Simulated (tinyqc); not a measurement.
## Abrupt p-n junction, non-linear Poisson equation by Newton steps: capacitance and field against bias

One dimension, p side on the left, n side on the right; net doping C = -Na for x < 0 and +Nd for x > 0. The potential psi is counted from the intrinsic level, and the quasi-Fermi potentials are flat: 0 for holes and -V for electrons, so n = ni exp((psi + V)/Vt) and p = ni exp(-psi/Vt) (Boltzmann statistics, full ionisation, no current). Under reverse bias this makes the minority densities vanishingly small everywhere; they play no part in the charge.

The Poisson equation d/dx(eps0 eps_r dpsi/dx) = -q (p - n + C) is solved on a mesh of more than 1000 nodes that ends in neutral material (psi_p = -Vt ln(Na/ni), psi_n = Vt ln(Nd/ni) - V). C_j = q d/dV of the integral of p over x, from the linearised equation. ni = sqrt(Nc Nv) exp(-Eg/(2 Vt)), Eg in volts. Depletion approximation: Vbi = Vt ln(Na Nd/ni^2), W = sqrt(2 eps0 eps_r (Vbi - V)(1/Na + 1/Nd)/q), xp = W Nd/(Na + Nd), xn = W Na/(Na + Nd), peak field 2 (Vbi - V)/W, capacitance eps0 eps_r/W. The last column applies it to an abrupt Na-Nd junction.

Inputs (values chosen for the exercise); band and dielectric values close to those of In0.53Ga0.47As:
```
symbol    value   unit                                 meaning
T           300      K                             temperature
Eg        0.726     eV                                band gap
eps_r      14.1                          relative permittivity
Nc      2.11e17  cm^-3  conduction-band density of states at T
Nv      7.56e18  cm^-3     valence-band density of states at T
Na       3.5e16  cm^-3          acceptor density of the p side
Nd         9e17  cm^-3             donor density of the n side
```

Constants: q = 1.602176634e-19 C, kB = 1.380649e-23 J/K, Vt = kB T/q, eps0 = 8.8541878128e-14 F/cm where lengths are in cm. Results are converted to the units shown.

Capacitance and field against bias:
```
V (V)  peak |E| (kV/cm)  C_j (nF/cm^2)  1/C_j^2 (cm^4/uF^2)  eps0 eps_r/C_j (nm)  abrupt depletion C (nF/cm^2)
0.09              72.58          84.86                138.9                147.1                         79.39
-1.03             118.6          45.87                475.2                272.2                         45.13
-2.15             153.6          35.18                808.0                354.9                         34.85
-3.27             182.3          29.61                 1141                421.6                         29.41
-4.39             207.2          26.06                 1473                479.1                         25.92
-5.52             229.5          23.52                 1808                530.9                         23.42
-6.64             249.7          21.61                 2141                577.6                         21.54
-7.76             268.4          20.11                 2473                620.9                         20.05
-8.88             285.9          18.88                 2806                661.3                         18.83
-10               302.4          17.85                 3138                699.3                         17.81
```

What does the table show?

With V going from 0.09 to -10 V, C_j falls from 84.9 to 17.9 nF/cm^2 and the peak field rises from 72.6 to 302 kV/cm. The slope of 1/C_j^2, read as N = 2/(q eps0 eps_r |slope|), gives 3.33e16 cm^-3 between the first two rows and 3.37e16 cm^-3 between the last two, against Na Nd/(Na + Nd) = 3.37e16 cm^-3; the slopes of all rows agree within 1 %, as for uniform doping at both edges. At the end C_j goes as (Vbi - V)^(-0.50) with Vbi = 0.625 V, and it is 0.24 % above the abrupt depletion formula (at the first row 6.9 % above it). For V = -8.88, -10 the peak field is at a level where avalanche or tunnelling currents, left out here, set in for such a gap.

Computed by the program tinyqc: `OMP_NUM_THREADS=1 python tinyqc.py 2000108 2000109 out.jsonl`, one thread of a shared Intel Xeon 2.30GHz, about 0.03 s for the whole run.
